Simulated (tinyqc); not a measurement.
Binary melting diagram from solution models of liquid and solid: one step, computed by the program tinyqc. Command: `OMP_NUM_THREADS=1 python tinyqc.py 3006010 3006011 out.jsonl melt walk`. One thread of a shared host (Intel(R) Xeon(R) Processor @ 2.30GHz), about 0.01 s of CPU time with the checks.

x is the fraction of B. In a phase with interaction L: mu_A = G_A + R T ln(1 - x) + L x^2, mu_B = G_B + R T ln x + L (1 - x)^2. Melting: G(liquid) - G(solid) = H (1 - T/T_m) for each pure component.

Question. Dilute B in A: partition coefficient and slope. At T_A, k0 = exp[(dG_B(T_A) + L_L - L_S)/(R T_A)]; van 't Hoff: m_L = -R T_A^2 (1 - k0)/H_A per unit fraction. Burton-Prim-Slichter: k_eff = k0/[k0 + (1 - k0) exp(-V delta/D)]. Freezing range of c0: |m_L| c0 |1 - k0|/k0.

Inputs (values chosen for the exercise, for a model alloy):

| quantity | value | unit |
|---|---|---|
| melting point T_A | 1780 | K |
| melting point T_B | 1195 | K |
| heat of melting H_A | 49.5 | kJ/mol |
| heat of melting H_B | 36.1 | kJ/mol |
| liquid interaction L_L | 0.5 | kJ/mol |
| solid interaction L_S | 2.8 | kJ/mol |
| dilute content c0 of B | 0.006 | - |
| growth number V delta/D | 0.05 | - |

Diagram: complete solid solution (lens).

Constants: R = 8.314462618 J/(mol K).

Give: partition coefficient k0; liquidus slope m_L; effective coefficient k_eff; freezing range.

Answer.

partition coefficient k0 = 0.2594

liquidus slope m_L = -394.2 K

effective coefficient k_eff = 0.2691

freezing range = 6.753 K

k0 < 1: the solid rejects B and B lowers the melting point. Faster growth moves k_eff towards 1.
